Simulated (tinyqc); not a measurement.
Chemical vapour deposition: Grove model, boundary layer, depletion and step coverage: one step, computed by the program tinyqc. Command: `OMP_NUM_THREADS=1 python tinyqc.py 3011155 3011156 out.jsonl cvd walk`. One thread of a shared host (Intel(R) Xeon(R) Processor @ 2.30GHz), about 0.01 s of CPU time with the checks.

A precursor diffuses to the surface and reacts there at first order; each molecule that reacts adds one formula unit of film.

Problem. Step coverage in a trench. In a long trench of width w and depth l = aspect ratio x w: Knudsen diffusivity D_K = (2w) c/3 (hydraulic diameter 2w), combined as 1/D_e = 1/D_K + 1/D; D_e d2C/dz2 = 2 k_s C/w with D_e dC/dz = -k_s C at the floor. With m = sqrt(2 k_s/(w D_e)): C(floor)/C(top) = 1/[cosh(m l) + (k_s/(D_e m)) sinh(m l)].

Inputs (values chosen for the exercise, close to those used for epitaxial silicon from a chlorosilane): temperature T = 1080 C; trench width w = 0.039 um; aspect ratio of the trench = 4.2.

Reactor: horizontal, atmospheric.

mean speed c = 45982.28 cm/s

gas diffusivity D = 5.263847 cm^2/s

surface rate constant k_s = 0.3583297 cm/s

Give: Knudsen diffusivity D_K; effective diffusivity D_e; modulus m l; step coverage.

Solution.

Knudsen diffusivity D_K = 0.11955 cm^2/s

effective diffusivity D_e = 0.11690 cm^2/s

modulus m l = 0.020537

step coverage = 0.99974

Caution: the hydraulic-diameter form of D_K is rough for a slit.
